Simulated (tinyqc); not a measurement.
Full law against its linear and parabolic limits: Deal-Grove kinetics of thermal oxidation of silicon. Computed by tinyqc, a small Python program. Command: `OMP_NUM_THREADS=1 python tinyqc.py 3007169 3007170 out.jsonl oxide walk`. One thread of a shared host (Intel(R) Xeon(R) Processor @ 2.30GHz), about 0.02 s of CPU time with the checks.

Oxidant diffuses through the oxide and reacts at the interface, so that dx/dt = B/(A + 2x) for the oxide thickness x.

Inputs (values chosen for the exercise, close to those used for silicon): prefactor B0 = 710 um^2/h; activation energy E_B = 1.21 eV; prefactor (B/A)0 = 3.19e+06 um/h; activation energy E_A = 2.01 eV; temperature T = 1200 C; oxidant pressure p = 1 atm; pressure exponent m of B/A = 0.71; initial oxide x_i = 0.1 um; time t = 1.7 h.

Ambient: dry oxygen. Surface: (100).

Constants: k_B = 8.617333262e-05 eV/K.

Method:
- B = B0 p exp(-E_B/(k_B T)), B/A = (B/A)0 p^m exp(-E_A/(k_B T)), p in atm; A = B/(B/A).
- Temperatures in kelvin are T(C) + 273.15.
- tau = (x_i^2 + A x_i)/B and x = (A/2) [sqrt(1 + 4 B (t + tau)/A^2) - 1], the root of x^2 + A x = B (t + tau).
- Silicon consumed is 0.44 times the oxide grown; the rate is B/(A + 2x).
- Linear limit x = (B/A)(t + tau); parabolic limit x = sqrt(B (t + tau)).

tau = 0.430035 h

length A = 0.121434 um

parabolic constant B = 0.0514920 um^2/h

linear constant B/A = 0.424034 um/h

Thickness (um):
```
t (h)    full  linear limit  parabolic limit    2x/A
0.05   0.1078         0.204           0.1572   1.776
0.1    0.1153         0.225           0.1652   1.899
0.25   0.1360         0.288           0.1871   2.240
0.5    0.1664         0.394           0.2188   2.740
1      0.2174         0.606           0.2714   3.580
2      0.2982         1.030           0.3537   4.911
4      0.4207         1.878           0.4776   6.929
8      0.6009         3.575           0.6588   9.897
16     0.8611         6.967           0.9198  14.182
32     1.2330        13.751           1.2922  20.307
```

What does the comparison show, and why?

Both limits lie above the full result, since each drops one resistance. The linear law overshoots by 89 % in the first row and 1000 % in the last, the parabolic law by 46 % and 4.8 %. The parabolic law is the better one in every row, as 2x/A stays above 1.24.
